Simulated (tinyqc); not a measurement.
Inside a calculation. Method: CIS and TDHF on RHF in the 6-311g basis, for H-, spin multiplicity 1. The basis has no diffuse functions, so it cannot describe the extra electron: this is an exercise in the method, not the real anion. One step of it, computed by the program tinyqc.

Problem. CIS triplet states. Diagonalise A (1 hartree = 27.211386 eV); each vector has its largest component positive (the first on a tie).

CIS matrix A, triplet (hartree):
```
,1>2,1>3
1>2,0.322307,0.099218
1>3,0.099218,2.385829
```

Give: triplet excitation energies; lowest vectors.

Solution.

triplet excitation energies (eV): 8.6409  65.0512

lowest vectors:
```
,state 1,state 2
1>2,0.9989,0.0479
1>3,-0.0479,0.9989
```
